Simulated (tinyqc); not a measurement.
# MOS inversion layer, Poisson-Schroedinger loop: effect of the sheet density of electrons

Electrons confined at an insulator interface at z = 0, treated as a hard wall; parabolic valleys, Hartree approximation, no image or exchange terms. The depletion charge lies far deeper than the electrons and gives a uniform field q Nd/(eps0 eps_r); the gate balances all charge. Energies are counted from the band edge at the interface.

Schroedinger equation -(C/mz) psi'' + (V0 + U + dE for set B) psi = E psi, C = hbar^2/(2 m0), psi(0) = 0, on a uniform mesh of 800 nodes with a far wall at 30 nm, 8 levels a set; V0 = q Nd z/(eps0 eps_r); dU/dz = q (Ns - integral of n from 0 to z)/(eps0 eps_r), U(0) = 0; N_k = g md m0 q Vt/(pi hbar^2) ln(1 + exp((EF - E_k)/Vt)), g the number of valleys of the set, sum N_k = Ns. Triangular well: E_k = a_k (C F^2/mz)^(1/3), a_1 = 2.338107, a_2 = 4.087949, C = hbar^2/(2 m0), F in eV/nm. Fang-Howard (all electrons in the lowest level of set A): b^3 = 6 (mz1/C) q (Nd + 11 Ns/32)/(eps0 eps_r), centroid 3/b, level C b^2/(4 mz1) + (3/b) q (Nd + 11 Ns/16)/(eps0 eps_r). The centroid adds 3.9 z_av/eps_r to an oxide-equivalent thickness.

Values chosen for this exercise; masses and permittivity close to those of germanium (111):
- T = 300 K (temperature)
- eps_r = 15.9 (relative permittivity)
- mz1 = 1.57 m0 (mass along z of valley set A (1 valley(s)))
- md1 = 0.0834 m0 (in-plane density-of-states mass of set A)
- mz2 = 0.0937 m0 (mass along z of valley set B (3 valley(s)))
- md2 = 0.343 m0 (in-plane density-of-states mass of set B)
- Nd = 2.3e12 cm^-2 (sheet density of depletion charge)
- dE = 0 eV (extra shift of set B (strain))

Constants: q = 1.602176634e-19 C, kB = 1.380649e-23 J/K, hbar = 1.054571817e-34 J s, m0 = 9.1093837015e-31 kg, Vt = kB T/q, eps0 = 8.8541878128e-14 F/cm where lengths are in cm, hbar^2/(2 m0) = 0.0380998212 eV nm^2. Results are converted to the units shown.

Effect of the sheet density of electrons:

| Ns (cm^-2) | A1 (meV) | B1 (meV) | EF (meV) | share of A1 (%) | share of set A (%) | centroid z_av (nm) | added oxide equivalent (nm) | Fang-Howard centroid (nm) |
|---|---|---|---|---|---|---|---|---|
| 1e11 | 61.1 | 155 | -6.74 | 63.1 | 78.4 | 2.25 | 0.553 | 1.60 |
| 2.1e11 | 62.6 | 157 | 14.9 | 62.9 | 78.3 | 2.24 | 0.551 | 1.59 |
| 4.5e11 | 65.9 | 162 | 40.0 | 62.5 | 78.2 | 2.23 | 0.546 | 1.58 |
| 9.7e11 | 72.8 | 173 | 71.3 | 61.6 | 77.9 | 2.19 | 0.538 | 1.54 |
| 2.1e12 | 87.0 | 196 | 115 | 59.5 | 77.1 | 2.14 | 0.525 | 1.47 |
| 4.4e12 | 113 | 241 | 181 | 55.5 | 75.4 | 2.07 | 0.507 | 1.36 |
| 9.4e12 | 163 | 330 | 295 | 49.1 | 72.0 | 1.95 | 0.478 | 1.20 |
| 2e13 | 250 | 497 | 492 | 42.1 | 66.6 | 1.78 | 0.438 | 1.02 |

What does the comparison show?

As Ns goes from 1e11 to 2e13, A1 rises from 61.1 to 250 meV, the share of A1 falls from 63.1 to 42.1 % and the centroid falls from 2.25 to 1.78 nm. A1 goes as Ns^(0.57) between the last two rows (a triangular well in the field of that charge alone gives 2/3). EF lies more than 2 meV above A1 for Ns = 2.1e12, 4.4e12, 9.4e12, 2e13. The Fang-Howard centroid is 29 % below the full one in the first row, where A1 holds 63.1 %, and 43 % below it in the last, where A1 holds 42.1 %.

tinyqc, about 0.9 s, one thread, Intel Xeon 2.30GHz (shared host): `OMP_NUM_THREADS=1 python tinyqc.py 2160049 2160050 out.jsonl`
